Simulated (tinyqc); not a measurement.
Relaxation at fixed composition: composition and strain of an epitaxial Si(1-x)Ge(x) layer from Raman and X-ray peaks. Computed by tinyqc, a small Python program. Command: `OMP_NUM_THREADS=1 python tinyqc.py 3002891 3002892 out.jsonl epiraman walk`. One thread of a shared host (Intel(R) Xeon(R) Processor @ 2.30GHz), about 0.01 s of CPU time with the checks.

A (001) layer, biaxially strained in the plane. The Raman peaks follow empirical lines omega = w0 + c1 x + c3 x^3 + b eps (c3 for Si-Ge alone), with eps the in-plane strain.

Inputs (values chosen for the exercise, modelled on silicon-germanium):
```
quantity                        value      unit
Ge fraction x                     0.4         -
lattice constant of Si          5.431  angstrom
lattice constant of Ge          5.658  angstrom
bowing B                        0.025  angstrom
2 C12/C11 of Si                 0.772         -
2 C12/C11 of Ge                 0.751         -
Si-Si: w0                       520.2      1/cm
Si-Si: c1                       -68.9      1/cm
Si-Si: strain coefficient b      -737      1/cm
Ge-Ge: w0                       280.1      1/cm
Ge-Ge: c1                        18.7      1/cm
Ge-Ge: strain coefficient b      -434      1/cm
X-ray wavelength             1.540598  angstrom
```

Substrate: silicon.

Method:
- Relaxed lattice constant a(x) = a_Si + (a_Ge - a_Si) x - B x (1 - x).
- In-plane constant a_par = a_sub + R (a(x) - a_sub); eps = a_par/a(x) - 1; eps_perp = -(2 C12/C11) eps with 2 C12/C11 linear in x; a_perp = a(x) (1 + eps_perp).
- (004) Bragg angle theta = arcsin(2 lambda/a), with a = a_perp for the layer and a_sub for the substrate; separation = layer less substrate. The apparent x is the one that a fully strained layer (R = 0) would need to give the same a_perp.

Signatures; columns: (1) R; (2) eps (per mille); (3) Si-Si (1/cm); (4) Ge-Ge (1/cm); (5) a_perp (angstrom); (6) (004) separation (arcsec); (7) apparent x if R = 0 is assumed:
```
(1)       (2)     (3)     (4)     (5)      (6)      (7)
0.00  -15.374  503.97  294.25  5.5806  -3784.6  0.40000
0.15  -13.068  502.27  293.25  5.5708  -3546.3  0.37502
0.30  -10.762  500.57  292.25  5.5611  -3307.0  0.34990
0.50   -7.687  498.31  290.92  5.5482  -2986.4  0.31622
0.70   -4.612  496.04  289.58  5.5352  -2664.0  0.28229
0.85   -2.306  494.34  288.58  5.5255  -2420.9  0.25669
1.00    0.000  492.64  287.58  5.5158  -2176.8  0.23096
```

Full relaxation moves the Si-Si peak by -11.33 per cm and shrinks the X-ray separation to 58 % of its strained value, about 1/(1 + 2 C12/C11). A symmetric reflection alone cannot part x from R: a relaxed layer read as strained gives x = 0.231 in place of 0.4. An asymmetric reflection or a second peak is needed.

Extremes, crossings and ranges named in words are read from the listed rows.
